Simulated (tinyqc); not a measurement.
Collinear exchange A + BC -> AB + C on a London-Eyring-Polanyi-Sato surface: saddle, string of images and rate: one step, computed by the program tinyqc. Command: `OMP_NUM_THREADS=1 python tinyqc.py 3113261 3113262 out.jsonl leps walk`. One thread of a shared host (Intel(R) Xeon(R) Processor @ 2.30GHz), about 0.04 s of CPU time with the checks.

x = r(AB), y = r(BC), r(AC) = x + y. V is counted from separated atoms, the barrier from A + BC, that is V + D(BC).

Problem. One point of the surface. For each pair, with u = exp(-beta (r - r0)): Q = D [(3 + S) u^2 - (2 + 6 S) u]/(4 (1 + S)), J = D [(1 + 3 S) u^2 - (6 + 2 S) u]/(4 (1 + S)); V = Q1 + Q2 + Q3 - sqrt(((J1 - J2)^2 + (J2 - J3)^2 + (J3 - J1)^2)/2). Take x = r0(AB) + 0.3 and y = r0(BC) + 0.1 angstrom.

Inputs (values chosen for the exercise, bond data loosely for abstraction of hydrogen from a Ge-H bond by a hydrogen atom; the barrier is not fitted):

| quantity | value | unit |
|---|---|---|
| D(AB) | 4.72 | eV |
| r0(AB) | 0.742 | angstrom |
| beta(AB) | 1.94 | 1/angstrom |
| D(BC) | 3.64 | eV |
| r0(BC) | 1.53 | angstrom |
| beta(BC) | 1.45 | 1/angstrom |
| D(AC) | 3.75 | eV |
| r0(AC) | 1.53 | angstrom |
| beta(AC) | 1.45 | 1/angstrom |
| Sato parameter S | 0.089 | - |

Give: the table «Pair terms» with the columns u, Q (eV), J (eV), for pair = AB, BC, AC; V.

Solution.

Pair terms:

| pair | u | Q (eV) | J (eV) |
|---|---|---|---|
| AB | 0.55878 | -0.48918 | -3.3120 |
| BC | 0.86502 | 0.09979 | -3.6735 |
| AC | 0.19092 | -0.31956 | -0.9757 |

V = -3.2454 eV
